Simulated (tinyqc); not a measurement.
Scaling the whole coupling: critical temperature from a phonon spectrum: McMillan, Allen-Dynes and the linearised Eliashberg equation. Computed by tinyqc, a small Python program. Command: `OMP_NUM_THREADS=1 python tinyqc.py 3017629 3017630 out.jsonl eliashberg walk`. One thread of a shared host (Intel(R) Xeon(R) Processor @ 2.30GHz), about 0.02 s of CPU time with the checks.

alpha^2 F(omega) = sum_i (lambda_i omega_i/2) delta(omega - omega_i), so that lambda = 2 int alpha^2 F/omega d omega = sum_i lambda_i.

Inputs (values chosen for the exercise, for a model metal): peak energy omega_1 = 12.1 meV; coupling lambda_1 = 0.215; peak energy omega_2 = 30.2 meV; coupling lambda_2 = 0.191; peak energy omega_3 = 44.2 meV; coupling lambda_3 = 0.19; Coulomb pseudopotential mu* = 0.1.

Peaks in alpha^2 F: three.

Constants: k_B = 8.617333262e-05 eV/K.

Method:
- omega_log = exp(sum lambda_i ln omega_i / lambda); omega_rms = sqrt(sum lambda_i omega_i^2 / lambda).
- McMillan form: k_B T_c = (omega_log/1.2) exp[-1.04 (1 + lambda)/(lambda - mu* (1 + 0.62 lambda))]. Allen-Dynes multiplies it by f1 f2: f1 = [1 + (lambda/L1)^(3/2)]^(1/3), L1 = 2.46 (1 + 3.8 mu*); f2 = 1 + (omega_rms/omega_log - 1) lambda^2/(lambda^2 + L2^2), L2 = 1.82 (1 + 6.3 mu*) omega_rms/omega_log.
- Linearised Eliashberg equation at omega_n = (2n + 1) pi k_B T, n = 0..N-1: lambda(j) = sum_i lambda_i omega_i^2/(omega_i^2 + (2 pi j k_B T)^2); K_mn = lambda(m - n) + lambda(m + n + 1) - 2 mu*(N) - delta_mn [2m + 1 + lambda(0) + 2 sum_(j=1..m) lambda(j)], with 1/mu*(N) = 1/mu* + ln(omega_rms/omega_N), omega_N = (2N + 1) pi k_B T. T_c is where the largest eigenvalue rho of K is zero.
- N is the smallest integer at or above 8 omega_max/(2 pi k_B T_AD), omega_max the highest peak and T_AD the Allen-Dynes value.
- All lambda_i are multiplied by s. The last column is the large-lambda limit for mu* = 0, k_B T_c = 0.1827 omega_rms sqrt(lambda).

lambda = 0.596

omega_rms = 31.1111 meV

omega_log = 24.5159 meV

T_c (K):
```
s    lambda  McMillan  Allen-Dynes  Eliashberg  large-lambda limit
1.0  0.5960     6.376        6.572       5.811              50.922
1.3  0.7748    12.471       13.050      11.912              58.060
1.7  1.0132    20.212       21.642      20.351              66.394
2.3  1.3708    29.640       32.992      32.173              77.227
3.2  1.9072    39.577       46.940      47.646              91.092
```

What follows from these numbers?

McMillan/Eliashberg runs from 1.10 at lambda = 0.60 to 0.83 at 1.91: the exponential form levels off at large lambda, while the true T_c keeps rising (exponent 1.19 between the last rows, tending to 1/2). Allen-Dynes stays within about 13 % over the table. The last row reaches 52 % of the mu* = 0 limit; with mu* above zero T_c stays below that line at any lambda.

Extremes, crossings and ranges named in words are read from the listed rows.
